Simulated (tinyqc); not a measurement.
Inside a calculation. Method: geometry optimisation on the UHF/sto-3g surface (energies and gradients from PySCF), for H4, spin multiplicity 3. Computed by tinyqc, a small Python program that keeps every step (integrals from PySCF). Settings: charge = 0, multiplicity = 3, basis = sto-3g, optimiser = bfgs, first Hessian = 1.0, largest step = 0.3, iteration cap = 30. Command: `OMP_NUM_THREADS=1 python tinyqc.py 29695 29696 out.jsonl` (the two numbers bound the seeds that draw the settings). One thread of a shared host (Intel(R) Xeon(R) Processor @ 2.60GHz), about 1 s of CPU time with the checks.

## Step 1: energy and gradient

positions at the start (bohr):
```
            x          y          z
1H   0.020787  -0.032125  -0.026456
2H   0.017008   0.035905   1.513671
3H  -0.175745  -0.003779   3.513001
4H  -0.092597  -0.052912   4.879273
```

Self-consistent energy and analytic gradient at these positions.

energy = -1.74520980 hartree

gradient (hartree/bohr):
```
              x            y            z
1H  -0.00371414   0.01581793   0.37396295
2H   0.01354590  -0.01464344  -0.40312488
3H  -0.00701995  -0.00712561   0.19237374
4H  -0.00281180   0.00595112  -0.16321181
```

## Step 1: move

Quasi-Newton step p = -H^(-1) g (first H = 1 times the unit matrix); steps longer than 0.3 bohr are cut back (factor 0.495 here).

positions after step 1 (bohr):
```
            x          y          z
1H   0.022627  -0.039961  -0.211694
2H   0.010298   0.043158   1.713354
3H  -0.172267  -0.000250   3.417711
4H  -0.091204  -0.055860   4.960118
```

## Step 2: energy and gradient

As before.

energy = -1.87828714 hartree

gradient (hartree/bohr):
```
              x            y            z
1H  -0.00280994   0.00729882   0.18055860
2H   0.01165030  -0.00620432  -0.19733523
3H  -0.00855719  -0.00532877   0.13098220
4H  -0.00028317   0.00423426  -0.11420556
```

## Step 2: move

inverse Hessian in use (bohr^2/hartree), lower triangle:
```
            1          2          3          4          5          6          7          8
1    1.000039
2   -0.000068   0.999870
3   -0.001786  -0.002347   0.961568
4   -0.000173   0.000376   0.009503   1.000739
5    0.000052   0.000170   0.003351  -0.000305   0.999796
6    0.001982   0.002287   0.035680  -0.010452  -0.003387   0.967735
7    0.000143  -0.000422  -0.010297  -0.000577   0.000369   0.011207   1.000400
8    0.000074  -0.000126  -0.003294  -0.000327   0.000094   0.003660   0.000272   1.000139
9   -0.001725   0.002228   0.061460   0.007831  -0.001457  -0.069210  -0.006822  -0.003242
10  -0.000009   0.000115   0.002580   0.000012  -0.000115  -0.002738   0.000034  -0.000019
11  -0.000057   0.000085   0.002290   0.000256  -0.000060  -0.002560  -0.000218  -0.000108
12   0.001529  -0.002168  -0.058708  -0.006881   0.001493   0.065795   0.005911   0.002876

            9         10         11        12
9    1.073402
10   0.000716   0.999963
11   0.002471   0.000019   1.000083
12  -0.065652  -0.000558  -0.002201  1.058565
```

Quasi-Newton step p = -H^(-1) g (the inverse Hessian comes from BFGS updates; coordinates in the order x, y, z of each atom); steps longer than 0.3 bohr are cut back (factor 0.840 here).

positions after step 2 (bohr):
```
            x          y          z
1H   0.025926  -0.045815  -0.364147
2H  -0.004199   0.047607   1.882430
3H  -0.160329   0.005972   3.272371
4H  -0.091945  -0.060676   5.088833
```

## Step 3: energy and gradient

As before.

energy = -1.94927705 hartree

gradient (hartree/bohr):
```
              x            y            z
1H  -0.00227374   0.00314846   0.08710537
2H   0.00496954  -0.00325828  -0.05332972
3H  -0.00257589  -0.00361829   0.06499156
4H  -0.00011990   0.00372812  -0.09876721
```

## Step 3: move

inverse Hessian in use (bohr^2/hartree), lower triangle:
```
            1          2          3          4          5          6          7          8
1    1.000259
2   -0.000341   1.000147
3   -0.009464   0.005877   1.202399
4   -0.000826   0.001022   0.028866   1.002244
5    0.000299  -0.000111  -0.004745  -0.000972   1.000064
6    0.007738  -0.001938  -0.103922  -0.019803   0.001871   0.981167
7    0.000608  -0.000825  -0.022873  -0.001496   0.000819   0.015171   1.000893
8    0.000443  -0.000561  -0.015711  -0.001363   0.000500   0.012229   0.000988   1.000752
9   -0.008910   0.009829   0.284811   0.025697  -0.008993  -0.195374  -0.018322  -0.014825
10  -0.000041   0.000144   0.003471   0.000079  -0.000146  -0.003106  -0.000005  -0.000068
11  -0.000401   0.000525   0.014579   0.001313  -0.000453  -0.012162  -0.000982  -0.000691
12   0.010636  -0.013768  -0.383289  -0.034760   0.011867   0.318130   0.026023   0.018308

            9         10         11        12
9    1.280381
10   0.001535   0.999966
11   0.013989   0.000070   1.000619
12  -0.369818  -0.001900  -0.016407  1.434977
```

Quasi-Newton step p = -H^(-1) g (the inverse Hessian comes from BFGS updates; coordinates in the order x, y, z of each atom); steps longer than 0.3 bohr are cut back (factor 0.902 here).

positions after step 3 (bohr):
```
            x          y          z
1H   0.030573  -0.051024  -0.514795
2H  -0.016536   0.052604   1.977821
3H  -0.152065   0.013575   3.132262
4H  -0.092520  -0.068068   5.284200
```

## Convergence

Stop when the largest gradient component is below 3e-5 hartree/bohr. The inverse Hessian follows the BFGS update with s = step, y = change of gradient.

Course of the optimisation:

| step | E (hartree) | largest gradient (hartree/bohr) |
|---|---|---|
| 1 | -1.74520980 | 4.03e-01 |
| 2 | -1.87828714 | 1.97e-01 |
| 3 | -1.94927705 | 9.88e-02 |
| 4 | -1.97207670 | 1.24e-01 |
| 5 | -1.99336172 | 5.44e-02 |
| 6 | -2.01205963 | 3.67e-02 |
| 7 | -2.02444165 | 2.48e-02 |
| 8 | -2.03276065 | 1.66e-02 |
| 9 | -2.03841494 | 1.11e-02 |
| 10 | -2.04229152 | 8.06e-03 |
| 11 | -2.04496085 | 5.90e-03 |
| 12 | -2.04679817 | 4.53e-03 |
| 13 | -2.04805798 | 3.48e-03 |
| 14 | -2.04891722 | 2.43e-03 |
| 15 | -2.04950011 | 1.64e-03 |
| 16 | -2.04989352 | 1.18e-03 |
| 17 | -2.05015771 | 8.34e-04 |
| 18 | -2.05033415 | 5.86e-04 |
| 19 | -2.05045130 | 4.08e-04 |
| 20 | -2.05052860 | 2.81e-04 |
| 21 | -2.05057927 | 2.47e-04 |
| 22 | -2.05061225 | 2.20e-04 |
| 23 | -2.05063356 | 1.94e-04 |
| 24 | -2.05064721 | 1.70e-04 |
| 25 | -2.05065588 | 1.48e-04 |
| 26 | -2.05066133 | 1.30e-04 |
| 27 | -2.05066470 | 1.17e-04 |
| 28 | -2.05066677 | 1.06e-04 |
| 29 | -2.05066802 | 9.84e-05 |
| 30 | -2.05066875 | 9.14e-05 |

Distances after the last move, whose energy is not in the table (angstrom):

| pair | distance |
|---|---|
| 2H-1H | 3.775522 |
| 3H-1H | 4.452346 |
| 3H-2H | 0.712311 |
| 4H-1H | 8.995511 |
| 4H-2H | 5.243901 |
| 4H-3H | 4.563911 |

Not converged within 30 steps: the energy falls at every step, but slowly. Reruns: method bfgs, first Hessian 0.6, largest step 0.3: converged in 28 (E = -2.05066).
